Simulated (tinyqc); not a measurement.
Donor binding, ionisation and the Mott limit: one step of the calculation.

Hydrogenic donor: Ry = (m0 q^3/(8 eps0^2 h^2)) me/eps_r^2 in eV, E0 = cc Ry, radius a = q/(8 pi eps0 eps_r E0), Mott density Nm = (0.26/a)^3. Below Nm the level sinks as Ed = E0 [1 - (N/Nm)^(1/3)]. Neutrality: Nc F12(eta) = N/(1 + 2 exp(eta + Ed/kB T)), F12(x) = (2/sqrt(pi)) int_0^infinity sqrt(u)/(1 + exp(u - x)) du.

Problem. Binding energy, radius and Mott density. The mean spacing of the donors is N^(-1/3).

Values chosen for this exercise; band and dielectric values close to those of gallium phosphide:
- eps_r = 10.9 (relative permittivity)
- me = 0.301 m0 (mass in the hydrogenic formula, set independently of Nc)
- cc = 2.2 (ratio of the true binding energy to the hydrogenic one)
- N = 5.9e18 cm^-3 (donor density)

Constants: q = 1.602176634e-19 C, eps0 = 8.8541878128e-12 F/m, h = 6.62607015e-34 J s, m0 = 9.1093837015e-31 kg. Results are converted to the units shown.

Find: Ry; E0; a; Nm; spacing over a; Ed.

Solution.

Ry = 34.47 meV
E0 = 75.83 meV
a = 0.8710 nm
Nm = 2.660e19 cm^-3
spacing over a = 6.353
Ed = 29.93 meV

Range of the model: A sharp level with degeneracy 2 overstates freeze-out near Nm, where the impurity band broadens and merges with the conduction band.

Computed by the program tinyqc: `OMP_NUM_THREADS=1 python tinyqc.py 2330016 2330017 out.jsonl`, one thread of a shared Intel Xeon 2.30GHz, about 0.02 s for the whole run.
